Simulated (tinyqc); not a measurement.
Plane-wave Kohn-Sham cycle with exchange-only LDA in a layered model solid, step by step. One step of it, computed by the program tinyqc.

Task: Iteration 2: Hamiltonian at one k. H(m,m') = (k + G_m)^2/2 delta + V(G_m - G_m'), with V(-G) = V(G).

A solid whose potential varies along x alone (atomic units):
```
parameter,value
period a,13.100000
cross-section of the cell,26.000000
electrons per cell,2
grid points,16
"plane waves -n..n, n",2
k points,4
V1 in V1 cos(2 pi x/a),-0.260000
V2 in V2 cos(4 pi x/a),-0.160000
```

V(G_m), m = 0, 1, 2, ... (hartree): -0.176694  -0.109260  -0.077097  -0.001346  -0.000187

k = 0.125000 2 pi / a

Give: H.

Result:

H (hartree):
```
,-2,-1,+0,+1,+2
-2,0.228,-0.109,-0.077,-0.001,0.000
-1,-0.109,-0.089,-0.109,-0.077,-0.001
+0,-0.077,-0.109,-0.175,-0.109,-0.077
+1,-0.001,-0.077,-0.109,-0.031,-0.109
+2,0.000,-0.001,-0.077,-0.109,0.343
```
